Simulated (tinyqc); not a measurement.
# From ionised share of the acceptors back to acceptor depth E_A

Model: charge neutrality of a doped semiconductor with incomplete ionisation. Computed by tinyqc, a small Python program. Command: `OMP_NUM_THREADS=1 python tinyqc.py 3000609 3000610 out.jsonl dopant inv`. One thread of a shared host (Intel(R) Xeon(R) Processor @ 2.30GHz), about 0.07 s of CPU time with the checks.

Energies are counted from the top of the valence band; E_D is measured down from the conduction band and E_A up from the valence band.

Inputs (values chosen for the exercise, modelled on silicon):

| quantity | value | unit |
|---|---|---|
| gap at 0 K E_g0 | 1.19 | eV |
| Varshni alpha | 0.000478 | eV/K |
| Varshni beta | 650 | K |
| electron mass m_e | 0.325 | m_0 |
| valleys M_c | 6 | - |
| hole mass m_h | 0.802 | m_0 |
| donor density N_D | 4.4e+15 | cm^-3 |
| acceptor density N_A | 1.8e+16 | cm^-3 |
| donor depth E_D | 0.0458 | eV |
| donor degeneracy g_D | 2 | - |
| acceptor degeneracy g_A | 4 | - |
| temperature T | 150 | K |
| iteration cap | 60 | - |

Doping: p-type, compensated. Statistics of the bands: Fermi-Dirac. Solver: Newton steps on the logarithm. Start of Newton steps: intrinsic level E_i.

Constants: m_0 = 9.1093837015e-31 kg; k_B = 1.380649e-23 J/K; h = 6.62607015e-34 J s; k_B = 8.617333262e-05 eV/K.

Method:
- E_g = E_g0 - alpha T^2/(T + beta).
- N_c = 2 M_c (2 pi m_e k_B T/h^2)^(3/2) and N_v = 2 (2 pi m_h k_B T/h^2)^(3/2), masses in units of m_0.
- n_i = sqrt(N_c N_v) exp(-E_g/(2 k_B T)); E_i = E_g/2 + (k_B T/2) ln(N_v/N_c).
- n = N_c F_1/2((E_F - E_g)/k_B T), p = N_v F_1/2(-E_F/k_B T).
- F_1/2(eta) = (2/sqrt(pi)) int_0^infinity sqrt(x)/(1 + exp(x - eta)) dx, by the trapezoid rule in t = sqrt(x) with step 0.02 up to t = 12 (for eta < -12 by exp(eta) - exp(2 eta)/2^(3/2)).
- N_D+ = N_D/(1 + g_D exp((E_F - E_g + E_D)/k_B T)).
- N_A- = N_A/(1 + g_A exp((E_A - E_F)/k_B T)).
- Neutrality: p + N_D+ = n + N_A-; the log ratio is ln[(p + N_D+)/(n + N_A-)].
- Newton steps from the start named, with the slope from a central difference of 1e-6 eV; the function is the log ratio y = ln[(p + N_D+)/(n + N_A-)]; the bracket -0.3 to E_g + 0.3 eV is narrowed by the sign of y at each step, and a step that would leave it is replaced by its midpoint; stop when |log ratio| < 1e-9.

Question. A run gave the result below. Find the acceptor depth E_A, known to lie between 0.029 and 0.085 eV.

ionised share of the acceptors = 0.770794

Answer.

Each step takes the trial c = (a f_b - b f_a)/(f_b - f_a), f being the result less the target and a, b, c the logarithms of the listed values; c replaces end b, the old b replaces a if the sign of f changed, and otherwise f_a is halved.

Scan of the range:

| acceptor depth E_A (eV) | ionised share of the acceptors |
|---|---|
| 0.0290 | 0.931744 |
| 0.0347 | 0.901801 |
| 0.0415 | 0.854056 |
| 0.0496 | 0.780527 |
| 0.0594 | 0.674855 |
| 0.0711 | 0.545520 |
| 0.0850 | 0.416910 |

False position (Illinois rule, in the logarithm of the input) inside the bracket:

| step | end a | end b | trial | ionised share of the acceptors |
|---|---|---|---|---|
| 1 | 0.0496000 | 0.0594000 | 0.0504305 | 0.772117 |
| 2 | 0.0594000 | 0.0504305 | 0.0505430 | 0.770968 |
| 3 | 0.0594000 | 0.0505430 | 0.0505725 | 0.770666 |
| 4 | 0.0505430 | 0.0505725 | 0.0505600 | 0.770794 |
| 5 | 0.0505725 | 0.0505600 | 0.0505600 | 0.770794 |

Ionised share of the acceptors falls at every point of a 13-point scan of the range (every second point is shown), so one value fits; it is bracketed by 0.0496 and 0.0594. Answer: acceptor depth E_A = 0.05056 eV.
